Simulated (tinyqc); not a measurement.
All hoppings scaled: three-band tight binding of a dichalcogenide monolayer.

Inputs chosen for the exercise (near a published set for monolayer WS2; the results hold for these values, not for the real material): e1 = 1.12 eV (level of dz2); e2 = 2.275 eV (level of dxy and dx2-y2); t0 = -0.205 eV (hopping); t1 = 0.578 eV (hopping); t2 = 0.539 eV (hopping); t11 = 0.29 eV (hopping); t12 = 0.38 eV (hopping); t22 = -0.06 eV (hopping); lam = 0.212 eV (spin-orbit constant).

The six hoppings are multiplied by f; e1, e2 and lam stay (real strain also moves e1 and e2, so this is no model of it). Closed forms: Ev(K) = e2 - (3/2)(t11 + t22) - 3 sqrt3 t12 + lam, Ec(K) = e1 - 3 t0, Ev(Gamma) = e1 + 6 t0.

Gaps (eV):
```
f     direct gap at K  Ev(K) - Ev(Gamma)  Ec(K) - top of valence band
0.85           1.1274             0.4409                       1.1274
0.90           1.2741             0.3864                       1.2741
0.94           1.3915             0.3428                       1.3915
0.97           1.4795             0.3101                       1.4795
1.00           1.5675             0.2775                       1.5675
1.03           1.6556             0.2448                       1.6556
1.06           1.7436             0.2121                       1.7436
1.10           1.8610             0.1685                       1.8610
```

What does the comparison show?

The direct gap changes by +29.3 meV for each per cent of f. The top of the valence band stays at K over the range.

Computed by tinyqc, a small Python program: `OMP_NUM_THREADS=1 python tinyqc.py 1451672 1451673 out.jsonl` (the numbers bound the seed that draws the inputs); one thread of a shared host (Intel(R) Xeon(R) Processor @ 2.30GHz), about 0.02 s for the whole set of steps.
